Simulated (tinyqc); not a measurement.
Worked calculation: coherent transport through a tight-binding region between two chains. One step of it, computed by the program tinyqc.

Task: Transmission at E = -0.86 eV. Surface Green function g = (E - i sqrt(4 t^2 - E^2)) / (2 t^2); self-energy tc^2 g on each contact site; G = (E - H - Sigma)^(-1); Gamma = -2 Im Sigma; T = Gamma_L Gamma_R |G_LR|^2; local density of states -Im G_ii / pi.

H of the central region (eV):
```
[[0.000000, -0.460000, 0.000000],
 [-0.460000, 0.000000, -1.150000],
 [0.000000, -1.150000, 0.000000]]
```

Leads: semi-infinite chains with site energy 0:
```
parameter                           value
lead hopping t (eV)              2.070000
coupling to the left lead (eV)   0.790000
coupling to the right lead (eV)  1.350000
left contact site                       1
right contact site                      3
```

E = -0.860000 eV

Give: g; G; local density of states; transmission.

Result:

g = -0.100-0.473i 1/eV

G (1/eV):
```
[[-0.897-0.599i, 0.235-0.463i, 0.534-0.107i],
 [0.235-0.463i, 0.110-0.953i, 0.858-0.528i],
 [0.534-0.107i, 0.858-0.528i, 0.428-0.352i]]
```

local density of states (1/eV): [0.191, 0.303, 0.112]

transmission = 0.302
